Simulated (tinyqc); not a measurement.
Comparisons within one model: three-level Kane dispersion of a narrow-gap semiconductor. A value that a table varies takes the place of the one given here.

Zero of energy at Gamma8, c = hbar^2/2m0, P^2 = Ep c. The free-electron term and remote bands are left out, so the heavy holes are flat at E = 0 and the other three bands obey E (E - Eg)(E + Dso) = P^2 k^2 (E + 2 Dso/3). The conduction band is the highest root; its edge is Ec = max(Eg, 0).

Degenerate electrons at T = 0: kF = (3 pi^2 n)^(1/3), 1 cm^-3 = 1e-24 angstrom^-3; EF is the highest root at kF. The momentum (cyclotron, optical) mass is m(E) = hbar^2 k/(dE/dk) = c d(k^2)/dE with d(k^2)/dE = k^2 [1/E + 1/(E - Eg) + 1/(E + Dso) - 1/(E + 2 Dso/3)]; the density of states is k d(k^2)/dE/(2 pi^2).

Edge mass m0* = 3 |Eg|/(2 Ep).
Constants: hbar^2/2m0 = 3.80998211 eV angstrom^2.

Values chosen for the exercise (near those of grey Sn; the results hold for these values, not for the real material): Eg = -0.42 eV (E(Gamma6) - E(Gamma8)); Dso = 0.81 eV (spin-orbit splitting); Ep = 22.4 eV (Kane energy); k = 0.016 1/angstrom (wave vector); n = 2e+17 cm^-3 (electron density).

## Filling the band

n from 1e15 to 1e19 cm^-3. The last column is the local power d ln(EF - Ec)/d ln n = kF^2/(1.5 (EF - Ec) d(k^2)/dE).

Results:

| n (cm^-3) | kF (1/angstrom) | EF - Ec (meV) | parabolic (meV) | m(EF) | m(EF)/m0* | power |
|---|---|---|---|---|---|---|
| 1.0e+15 | 0.00309 | 1.3 | 1.3 | 0.0283 | 1.00 | 0.665 |
| 1.0e+16 | 0.00667 | 6.0 | 6.0 | 0.0287 | 1.02 | 0.660 |
| 3.0e+16 | 0.00961 | 12.3 | 12.5 | 0.0293 | 1.04 | 0.653 |
| 1.0e+17 | 0.01436 | 26.7 | 27.9 | 0.0308 | 1.09 | 0.638 |
| 3.0e+17 | 0.02071 | 53.2 | 58.1 | 0.0333 | 1.19 | 0.615 |
| 1.0e+18 | 0.03094 | 109.0 | 129.7 | 0.0387 | 1.38 | 0.576 |
| 3.0e+18 | 0.04462 | 200.6 | 269.7 | 0.0473 | 1.68 | 0.533 |
| 1.0e+19 | 0.06665 | 370.1 | 601.8 | 0.0629 | 2.24 | 0.485 |

The power falls from 0.665 to 0.485: 2/3 marks a parabola, 1/3 a linear band. The parabola is within 10 % up to n = 3.0e+17 cm^-3. The mass has doubled by n = 1.0e+19 cm^-3 and ends at 2.2 times its edge value. Side valleys are left out; where they lie low (GaSb, grey Sn: about 0.1 eV) they take the electrons long before the last rows.

## Closing and inverting the gap

Eg is varied at fixed k, Dso and Ep. Edge mass: Eg (Eg + Dso)/(Ep (Eg + 2 Dso/3)) for Eg > 0, 3 |Eg|/(2 Ep) for Eg < 0. The Gamma6 weight of the conduction state is 1/(1 + P^2 k^2 [(2/3)/E^2 + (1/3)/(E + Dso)^2]).

Results:

| Eg (eV) | m0* | highest root (eV) | middle (eV) | lowest (eV) | E - Ec (meV) | Gamma6 weight |
|---|---|---|---|---|---|---|
| -0.300 | 0.02009 | 0.0435 | -0.3291 | -0.8244 | 43.5 | 0.115 |
| -0.150 | 0.01004 | 0.0691 | -0.2079 | -0.8211 | 69.1 | 0.246 |
| -0.060 | 0.00402 | 0.0975 | -0.1477 | -0.8198 | 97.5 | 0.393 |
| -0.015 | 0.00100 | 0.1172 | -0.1229 | -0.8193 | 117.2 | 0.483 |
| 0.015 | 0.00100 | 0.1326 | -0.1087 | -0.8189 | 117.6 | 0.544 |
| 0.060 | 0.00388 | 0.1591 | -0.0906 | -0.8185 | 99.1 | 0.632 |
| 0.150 | 0.00932 | 0.2225 | -0.0648 | -0.8177 | 72.5 | 0.769 |
| 0.300 | 0.01770 | 0.3481 | -0.0415 | -0.8166 | 48.1 | 0.888 |

The edge mass vanishes with |Eg| from both sides, yet the kinetic energy at this k stays finite, at most 117.6 meV in the table; at Eg = 0 the two-level form, without the split-off band, gives the linear value sqrt(2/3) P k = 120.7 meV. The Gamma6 weight of the conduction state goes smoothly from 0.11 to 0.89 and is 0.48 and 0.54 in the two rows next to Eg = 0: at finite k nothing jumps at the inversion.

## What each parameter does

Edge mass, EF - Ec and m(EF). Each row changes one parameter from the base and keeps the others.

Results:

| case | m0* (m0) | EF - Ec (meV) | m(EF) (m0) |
|---|---|---|---|
| base | 0.02813 | 41.35 | 0.03218 |
| n = 4e+17 cm^-3 | 0.02813 | 63.38 | 0.03432 |
| Eg = -0.357 eV | 0.02391 | 47.33 | 0.02876 |
| Dso = 0.6885 eV | 0.02813 | 41.50 | 0.03197 |
| Ep = 25.76 eV | 0.02446 | 47.11 | 0.02847 |

The largest shifts from the base row, up to three for each result and ties (the steps differ in size, so this ranks the rows, not the parameters). m0* (m0): Eg -0.00422, Ep -0.00367; unchanged at the printed digits by n and Dso. EF - Ec (meV): n +22.03, Eg +5.98, Ep +5.76. m(EF) (m0): Ep -0.00371, Eg -0.00342, n +0.00213.

Run: tinyqc, `OMP_NUM_THREADS=1 python tinyqc.py 1051285 1051286 out.jsonl`; Intel(R) Xeon(R) Processor @ 2.30GHz, one thread, shared host; about 0.01 s of CPU time with all checks.
